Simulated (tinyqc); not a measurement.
Complex band structure along [001] in sp3s* tight binding: sweeps and comparisons. A value that a table varies takes the place of the one given here.

For k = (0, 0, kz) the phase sums are g0 = cos(phi) and g3 = i sin(phi), phi = kz a/4, and the s, pz, s* orbitals of anion (a) and cation (c) decouple from px, py. With z = exp(i phi), H(z) = H0 + z T + T^T/z for any complex z. H0 is diagonal (Esa, Epa, Exa, Esc, Epc, Exc). The anion-cation block is B(z) = z U + W/z and the cation-anion block z W^T + U^T/z, where U has Vss/2 (s,s), Vsapc/2 (s,z), -Vscpa/2 (z,s), Vxx/2 (z,z), Vxapc/2 (s*,z), -Vpaxc/2 (z,s*), and W has the same values with the s-z and s*-z signs reversed. |z| = 1 is a band state, |z| < 1 decays along [001] as exp(-kappa d) over a distance d, kappa = -(4/a) ln|z|. No spin-orbit coupling.

Constants: hbar^2/2m0 = 3.80998211 eV angstrom^2.

Inputs chosen for the exercise (out of a larger set: near a published set for InAs, fitted to gaps, whose masses and valley positions are rough (light masses up to twice too heavy); not measured data):
```
symbol  value                                                                                         unit      meaning
p       (-9.569, 0.91, -2.73, 3.714, 7.405, 6.721, -5.604, 1.842, 4.454, 3.045, 5.438, 3.372, 3.913)  eV        order Esa, Epa, Esc, Epc, Exa, Exc, Vss, Vxx, Vxy, Vsapc, Vscpa, Vxapc, Vpaxc
a       6.053                                                                                         angstrom  lattice constant
dE      0.25                                                                                          eV        E - Ev
```

## Decay across the direct gap

Ev = -0.00286 eV
EG (direct gap) = 0.41825 eV

masses of this model, from the curvature at Gamma (m0): m_lh 0.02824, m_e 0.03019

kappa of the imaginary branch at Gamma against three formulas: parabolic from the valence edge, sqrt(m_lh E/c); parabolic from the conduction edge, sqrt(m_e (EG - E)/c); two-band (Franz), sqrt(m E (1 - E/EG)/c) with m = 2 m_lh m_e/(m_lh + m_e). E from Ev; c = hbar^2/2m0.

kappa (1/angstrom):
```
E/EG,E (eV),tight binding,"parabolic, valence","parabolic, conduction",two-band
0.05,0.0209,0.0122,0.0124,0.0561,0.0123
0.15,0.0627,0.0200,0.0216,0.0531,0.0202
0.25,0.1046,0.0243,0.0278,0.0499,0.0245
0.35,0.1464,0.0268,0.0329,0.0464,0.0270
0.50,0.2091,0.0283,0.0394,0.0407,0.0283
0.65,0.2719,0.0271,0.0449,0.0341,0.0270
0.75,0.3137,0.0247,0.0482,0.0288,0.0245
0.85,0.3555,0.0204,0.0513,0.0223,0.0202
0.95,0.3973,0.0125,0.0543,0.0129,0.0123
```

What can be read from the table?

The branch joins the light-hole and conduction bands and peaks, among these rows, at E/EG = 0.50 with kappa = 0.0283 1/angstrom. At mid-gap the parabola from the conduction edge is +44 % off and the two-band form +0.1 %; over 5 nm the parabola would misstate exp(-2 kappa d) by a factor 3.47.

## Band-to-band tunnelling in a uniform field

WKB at zero transverse momentum: T = exp(-2 I/(eF)), I = integral of kappa dE across the direct gap (8 Gauss-Legendre points in theta, E = EG sin^2 theta, 0 to pi/2); 1 MV/cm = 0.01 V/angstrom. The two-band form gives I = (pi/8) sqrt(m/c) EG^(3/2) with m = 2 m_lh m_e/(m_lh + m_e).

Tunnelling:
```
F (MV/cm),path EG/eF (angstrom),exponent 2I/eF,"T, tight binding","T, two-band"
0.50,83.6,3.716,0.0243,0.0243
0.75,55.8,2.478,0.0839,0.0838
1.00,41.8,1.858,0.156,0.156
1.50,27.9,1.239,0.290,0.290
2.00,20.9,0.929,0.395,0.395
3.00,13.9,0.619,0.538,0.538
4.00,10.5,0.465,0.628,0.628
```

I, tight binding = 0.009291 eV/angstrom
I, two-band = 0.009296 eV/angstrom

What does this show, and why?

The two-band integral is +0.06 % from the tight-binding one, which makes the two-band T 0.9979 times the other at 0.5 MV/cm and 0.9997 times at 4 MV/cm. Doubling the field from 1 to 2 MV/cm halves the exponent and raises T by a factor 2.53. Where the exponent falls below about 2 the WKB form is only a guide.

## Energy and lattice constant

The slowest root of the s-pz block and the heavy-hole branch, sinh^2(kappa a/4) = ((E - Epa)(E - Epc) - Vxx^2)/(Vxx^2 - Vxy^2), at E = Ev + dE with Ev the lower root of [[Epa, Vxx], [Vxx, Epc]]; the couplings are kept when a changes. Each row changes one parameter from the base and keeps the others.

Results:
```
case,slowest kappa (1/angstrom),heavy-hole kappa (1/angstrom)
base,0.0278,0.1687
dE = 0.28 eV,0.0268,0.1777
a = 6.235 angstrom,0.0270,0.1638
```

How do the results move?

The largest shifts from the base row, up to three for each result and ties (the steps differ in size, so this ranks the rows, not the parameters). slowest kappa (1/angstrom): dE -0.0011, a -0.0008. heavy-hole kappa (1/angstrom): dE +0.0090, a -0.0049. With the couplings fixed, kappa a stays, so kappa scales as 1/a.

Run: tinyqc, `OMP_NUM_THREADS=1 python tinyqc.py 1482767 1482768 out.jsonl`; Intel(R) Xeon(R) Processor @ 2.30GHz, one thread, shared host; about 0.02 s of CPU time with all checks.
